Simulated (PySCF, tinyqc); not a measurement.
Inside a calculation. Method: FCI on RHF in the 6-31g basis, for H2, spin multiplicity 1. The lowest restricted solution is unstable here: a spin-polarised one lies 0.0084 hartree lower (PySCF). Computed by tinyqc, a small Python program that keeps every step (integrals from PySCF). Settings: charge = 0, multiplicity = 1, basis = 6-31g, method = RHF, energy threshold = 1e-10, iteration cap = 74, orthogonalisation = symmetric, start = core, DIIS depth = 6, ci = FCI. Command: `OMP_NUM_THREADS=1 python tinyqc.py 20147 20148 out.jsonl` (the two numbers bound the seeds that draw the settings). One thread of a shared host (Intel(R) Xeon(R) Processor @ 2.60GHz), about 0.09 s of CPU time with the checks. The early iterations of the SCF are left out here.

## One-electron integrals

Geometry (angstrom):

| atom | x | y | z |
|---|---|---|---|
| H | 0.000000 | 0.000000 | 0.000000 |
| H | 0.000000 | 0.000000 | 1.370000 |

Basis 6-31g: exponents (1/bohr^2) and contraction coefficients of normalised primitives:

| element | l (shell) | exponent | coefficient |
|---|---|---|---|
| H | s (1) | 18.731137 | 0.033495 |
| H | s (1) | 2.825394 | 0.234727 |
| H | s (1) | 0.640122 | 0.813757 |
| H | s (2) | 0.161278 | 1.000000 |

Overlap, kinetic and nuclear-attraction integrals over the contracted functions; the nuclear repulsion is the sum of Za Zb / Rab.

nuclear repulsion = 0.38626074 hartree

overlap S, lower triangle:
```
          1H 1s     1H 2s     2H 1s     2H 2s
1H 1s  1.000000
1H 2s  0.658292  1.000000
2H 1s  0.085598  0.272974  1.000000
2H 2s  0.272974  0.582466  0.658292  1.000000
```

kinetic energy T (hartree), lower triangle:
```
           1H 1s     1H 2s     2H 1s     2H 2s
1H 1s   1.395678
1H 2s   0.259735  0.241917
2H 1s  -0.049193  0.044275  1.395678
2H 2s   0.044275  0.090136  0.259735  0.241917
```

nuclear attraction V (hartree), lower triangle:
```
           1H 1s      1H 2s      2H 1s      2H 2s
1H 1s  -2.039483
1H 2s  -0.996347  -1.012596
2H 1s  -0.132947  -0.414416  -2.039483
2H 2s  -0.414416  -0.631322  -0.996347  -1.012596
```

core Hamiltonian H = T + V (hartree), lower triangle:
```
           1H 1s      1H 2s      2H 1s      2H 2s
1H 1s  -0.643804
1H 2s  -0.736612  -0.770679
2H 1s  -0.182140  -0.370141  -0.643804
2H 2s  -0.370141  -0.541186  -0.736612  -0.770679
```

## Two-electron integrals

Functions are numbered as in S; the eight-fold symmetry (ij|kl) = (ji|kl) = (kl|ij) leaves the list below.

Two-electron integrals (ij|kl) in chemists' order, unique and non-zero (hartree):
```
(11|11) 1.076566   (21|11) 0.578470   (21|21) 0.329423   (22|11) 0.587396
(22|21) 0.361304   (22|22) 0.453150   (31|11) 0.059252   (31|21) 0.035785
(31|22) 0.042893   (31|31) 0.006619   (32|11) 0.126130   (32|21) 0.080894
(32|22) 0.110171   (32|31) 0.017020   (32|32) 0.055782   (33|11) 0.385626
(33|21) 0.252526   (33|22) 0.364163   (33|31) 0.059252   (33|32) 0.228105
(33|33) 1.076566   (41|11) 0.228105   (41|21) 0.131404   (41|22) 0.146785
(41|31) 0.017020   (41|32) 0.039612   (41|33) 0.126130   (41|41) 0.055782
(42|11) 0.296582   (42|21) 0.185567   (42|22) 0.241978   (42|31) 0.028564
(42|32) 0.082580   (42|33) 0.296582   (42|41) 0.082580   (42|42) 0.153739
(43|11) 0.252526   (43|21) 0.164568   (43|22) 0.235048   (43|31) 0.035785
(43|32) 0.131404   (43|33) 0.578470   (43|41) 0.080894   (43|42) 0.185567
(43|43) 0.329423   (44|11) 0.364163   (44|21) 0.235048   (44|22) 0.331618
(44|31) 0.042893   (44|32) 0.146785   (44|33) 0.587396   (44|41) 0.110171
(44|42) 0.241978   (44|43) 0.361304   (44|44) 0.453150
```

## Orthogonalisation

S = U s U^T; symmetric (Loewdin) form X = U s^(-1/2) U^T, so that X^T S X = 1.

eigenvalues of S: 0.207504  0.370198  1.124432  2.297866

X, lower triangle:
```
           1H 1s      1H 2s      2H 1s     2H 2s
1H 1s   1.254147
1H 2s  -0.500762   1.466627
2H 1s   0.024269   0.025453   1.254147
2H 2s   0.025453  -0.441806  -0.500762  1.466627
```

## Iteration 8 (converged): orbitals

converged F (hartree), lower triangle:
```
           1H 1s      1H 2s      2H 1s      2H 2s
1H 1s   0.159550
1H 2s  -0.362509  -0.258273
2H 1s  -0.253185  -0.312258   0.159550
2H 2s  -0.312258  -0.310100  -0.362509  -0.258273
```

Diagonalise F' = X^T F X, C = X C', fill 1 alpha and 1 beta electrons from the bottom; D = 2 C_occ C_occ^T. Each column has its largest component positive (the first on a tie).

F' = X^T F X (hartree), lower triangle:
```
           1          2          3         4
1   0.621147
2  -0.576877   0.221626
3  -0.082549  -0.125855   0.621147
4  -0.125855  -0.182349  -0.576877  0.221626
```

orbital energies (hartree): MO1 -0.456827, MO2 0.078568, MO3 1.029104, MO4 1.034701

coefficients C:
```
            MO1        MO2        MO3        MO4
1H 1s  0.246780   0.207083  -0.922967   0.932327
1H 2s  0.398164   0.876656   1.091322  -0.692498
2H 1s  0.246780  -0.207083   0.922967   0.932327
2H 2s  0.398164  -0.876656  -1.091322  -0.692498
```

D after iteration 8, lower triangle:
```
          1H 1s     1H 2s     2H 1s     2H 2s
1H 1s  0.121801
1H 2s  0.196518  0.317070
2H 1s  0.121801  0.196518  0.121801
2H 2s  0.196518  0.317070  0.196518  0.317070
```

## Convergence

Stop when the energy changes by less than 1e-10 hartree and every element of the error matrix X^T (F D S - S D F) X is below 3e-06.

Course of the cycle:

| iteration | E (hartree) | change | largest element of the error matrix |
|---|---|---|---|
| 1 | -1.00240302 | - | 1.11e-01 |
| 2 | -1.02161849 | -1.92e-02 | 1.76e-02 |
| 3 | -1.02211338 | -4.95e-04 | 2.39e-05 |
| 4 | -1.02211338 | -7.58e-10 | 9.78e-06 |
| 5 | -1.02211338 | -9.23e-11 | 6.15e-06 |
| 6 | -1.02211338 | -2.82e-11 | 4.48e-06 |
| 7 | -1.02211338 | -1.22e-11 | 3.53e-06 |
| 8 | -1.02211338 | -1.99e-11 | 2.48e-09 |

PySCF RHF in the same basis = -1.02211338 hartree

Converged in 8 iterations.

## Integrals over molecular orbitals

(pq|rs) = sum C_ip C_jq C_kr C_ls (ij|kl), one index at a time.

one-electron integrals over orbitals h = C^T H C (hartree), lower triangle:
```
           1          2         3         4
1  -0.951548
2   0.000000  -0.658456
3   0.000000   0.164758  0.143319
4  -0.100051   0.000000  0.000000  0.164136
```

Two-electron integrals over orbitals (pq|rs), unique and non-zero (hartree):
```
(11|11) 0.494721    (21|21) 0.134029    (22|11) 0.435527    (22|22) 0.414616
(31|21) -0.074068   (31|31) 0.084382    (32|11) -0.119413   (32|22) -0.086882
(32|32) 0.087053    (33|11) 0.485084    (33|22) 0.440530    (33|32) -0.143182
(33|33) 0.530259    (41|11) 0.100051    (41|22) 0.080915    (41|32) -0.078013
(41|33) 0.135250    (41|41) 0.078648    (42|21) 0.050565    (42|31) -0.067684
(42|42) 0.057995    (43|21) -0.151349   (43|31) 0.114425    (43|42) -0.085058
(43|43) 0.209425    (44|11) 0.474606    (44|22) 0.426637    (44|32) -0.133184
(44|33) 0.506393    (44|41) 0.118045    (44|44) 0.493201
```

## FCI: determinants and Hamiltonian

Hartree-Fock energy = -1.02211338 hartree

Slater-Condon rules over spin orbitals, with the nuclear repulsion added and E(HF) subtracted on the diagonal.

Occupation strings over the orbitals (2 doubly, a alpha, b beta, 0 empty; spin orbitals ordered 1a 1b 2a 2b ...): 2000 ab00 a0b0 a00b ba00 b0a0 b00a 0200 0ab0 0a0b 0ba0 0020 00ab 0b0a 00ba 0002

H - E(HF) between determinants (hartree), lower triangle:
```
           2000       ab00       a0b0       a00b       ba00       b0a0       b00a       0200
2000   0.000000
ab00   0.000000   0.233897
a0b0   0.000000   0.045345   1.085229
a00b   0.000000   0.000000   0.000000   1.095569
ba00   0.000000  -0.134029   0.074068   0.000000   0.233897
b0a0   0.000000   0.074068  -0.084382   0.000000   0.045345   1.085229
b00a   0.000000   0.000000   0.000000  -0.078648   0.000000   0.000000   1.095569
0200   0.134029   0.000000   0.000000   0.050565   0.000000   0.000000  -0.050565   0.506078
0ab0  -0.074068   0.000000   0.000000  -0.151349   0.000000   0.000000   0.067684   0.077876
0a0b   0.000000   0.050565  -0.151349   0.000000   0.019136   0.078013   0.000000   0.000000
0ba0   0.074068   0.000000   0.000000   0.067684   0.000000   0.000000  -0.151349  -0.077876
0020   0.084382   0.000000   0.000000   0.114425   0.000000   0.000000  -0.114425   0.087053
00ab   0.000000  -0.067684   0.114425   0.000000   0.078013  -0.035198   0.000000   0.000000
0b0a   0.000000   0.019136   0.078013   0.000000   0.050565  -0.151349   0.000000   0.000000
00ba   0.000000   0.078013  -0.035198   0.000000  -0.067684   0.114425   0.000000   0.000000
0002   0.078648   0.000000   0.000000   0.017994   0.000000   0.000000  -0.017994   0.057995

           0ab0       0a0b       0ba0      0020       00ab      0b0a      00ba      0002
0ab0   1.333766
0a0b   0.000000   1.340691
0ba0  -0.087053   0.000000   1.333766
0020   0.021576   0.000000  -0.021576  2.225270
00ab   0.000000   0.031574   0.000000  0.000000   2.222221
0b0a   0.000000  -0.057995   0.000000  0.000000   0.085058  1.340691
00ba   0.000000   0.085058   0.000000  0.000000  -0.209425  0.031574  2.222221
0002  -0.085058   0.000000   0.085058  0.209425   0.000000  0.000000  0.000000  2.229848
```

## FCI: roots

Diagonalise (each vector has its largest component positive (the first on a tie)); all determinants have Ms = 0, so triplets appear too. The lowest singlet root is the correlation energy.

lowest roots of this matrix, relative to E(HF) (hartree): -0.048672  0.079126  0.356761  0.512234  0.989687  0.991515  1.020669  1.044145

lowest vectors:
```
         root 1     root 2     root 3     root 4
2000   0.962961   0.000000   0.000000   0.258947
ab00   0.000000   0.699205   0.705177   0.000000
a0b0   0.000000  -0.094541   0.011440   0.000000
a00b   0.024797   0.000000   0.000000  -0.092407
ba00   0.000000   0.699205  -0.705177   0.000000
b0a0   0.000000  -0.094541  -0.011440   0.000000
b00a  -0.024797   0.000000   0.000000   0.092407
0200  -0.248846   0.000000   0.000000   0.947348
0ab0   0.064682   0.000000   0.000000  -0.085647
0a0b   0.000000  -0.046539  -0.016275   0.000000
0ba0  -0.064682   0.000000   0.000000   0.085647
0020  -0.028099   0.000000   0.000000  -0.040844
00ab   0.000000   0.002946   0.048272   0.000000
0b0a   0.000000  -0.046539   0.016275   0.000000
00ba   0.000000   0.002946  -0.048272   0.000000
0002  -0.019884   0.000000   0.000000  -0.045410
```

<S^2> of these roots: 0.000000  2.000000  0.000000  0.000000  2.000000  2.000000  0.000000  0.000000

weight of the ground state by excitation level 0, 1, 2, ...: 0.927293  0.001230  0.071477
